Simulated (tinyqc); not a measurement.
Filling against narrowing: heavy doping: band filling, gap narrowing, band tails and the effective intrinsic density. Computed by tinyqc, a small Python program. Command: `OMP_NUM_THREADS=1 python tinyqc.py 3000543 3000544 out.jsonl gapnarrow walk`. One thread of a shared host (Intel(R) Xeon(R) Processor @ 2.30GHz), about 0.03 s of CPU time with the checks.

An n-type crystal above its Mott density, with all dopants ionised: n = N_D - N_A, ionised centres N_I = N_D + N_A. Valleys are taken as spherical with mass m_e.

Inputs (values chosen for the exercise, for a model semiconductor):
```
quantity                    value   unit
gap E_g                      3.63     eV
electron mass m_e           0.171    m_0
valleys M_c                     1      -
hole mass m_h                 1.4    m_0
dielectric constant eps      8.43      -
donor density N_D           7e+19  cm^-3
compensation ratio N_A/N_D    0.1      -
temperature T                 150      K
```

Conduction band: non-parabolic (Kane).

Constants: a_0 = 0.529177210903 angstrom; Ry = 13.605693123 eV; hbar^2/(2 m_0) = 3.80998212 eV angstrom^2; k_B = 8.617333262e-05 eV/K; e = 1.602176634e-19 C; eps_0 = 8.8541878128e-12 F/m; e^2/(4 pi eps_0) = 14.39964548 eV angstrom.

Method:
- n = N_D (1 - ratio); Ry* = Ry m_e/eps^2, a* = a_0 eps/m_e; r_s = (3/(4 pi n))^(1/3)/a*; k_F = (3 pi^2 n/M_c)^(1/3); Mott density (0.26/a*)^3.
- n = M_c (1/(2 pi^2)) (m_e/(hbar^2/2m_0))^(3/2) int sqrt(E (1 + aE)) (1 + 2 aE) f dE with a = (1 - m_e)^2/E_g, f = 1/(1 + exp((E - E_F)/k_B T)); trapezoid rule in t = sqrt(E/k_B T), step 0.02 up to 12; E_F by bisection from the band edge.
- Screening: q^2 = (e/(eps eps_0)) dn/dE_F. Exchange lowers the conduction band by (1/pi) k_F e^2/(4 pi eps_0 eps) (T = 0 Hartree-Fock at k_F, taken as a rigid shift). Screening raises the valence band by (q/2) e^2/(4 pi eps_0 eps) (static Coulomb hole). The narrowing is the sum; electron correlation and carrier-ion shifts are left out. Root-mean-square potential of randomly placed ions: V_rms = (e^2/(4 pi eps_0 eps)) sqrt(2 pi N_I/q).
- Absorption edge of a direct gap, from the valence band at k_F (T = 0 value) to the Fermi level: E_g - narrowing + E_F + (hbar^2/2m_0) k_F^2/m_h, k_F = (3 pi^2 n)^(1/3); the shift is the edge less E_g. n p/n_i^2 = exp(narrowing/k_B T) x (n/N) exp(-E_F/k_B T), N being the limit of n exp(-E_F/k_B T) far below the edge (taken at E_F = -12 k_B T); apparent narrowing = k_B T ln(n p/n_i^2).
- The compensation ratio is held; the absorption edge is given only for E_F above 2 k_B T.

n = 6.30e+19 cm^-3

Mott density = 9.89970e+17 cm^-3

Against carrier density (energies in meV):
```
n (cm^-3)     E_F  narrowing  apparent narrowing   V_rms  shift of the absorption edge
6.30e+18    69.61      76.07               36.16   51.76                          2.42
1.30e+19   114.04      91.26               16.28   69.37                         37.18
2.50e+19   175.52     107.67              -20.34   90.45                         90.12
4.40e+19   252.93     124.59              -73.52  113.63                        160.80
6.30e+19   317.88     136.96             -121.46  131.21                        222.16
1.00e+20   424.75     155.09             -204.23  157.64                        325.78
1.60e+20   567.15     176.53             -319.11  189.56                        467.39
2.50e+20   741.73     200.23             -464.22  225.29                        644.86
```

Narrowing grows with exponent 0.28 between the last rows (exchange goes as n^(1/3), the Coulomb hole as n^(1/6) in a degenerate parabolic band) and E_F with 0.60 (2/3 for a parabolic band at T = 0, towards 1/3 in a Kane band). The apparent narrowing falls over all rows, since E_F grows faster than the narrowing. Where V_rms is above half of E_F, band tails blur the edge by more than small net shifts. Filling outweighs narrowing at the absorption edge in every degenerate row (a net Burstein-Moss blue shift).
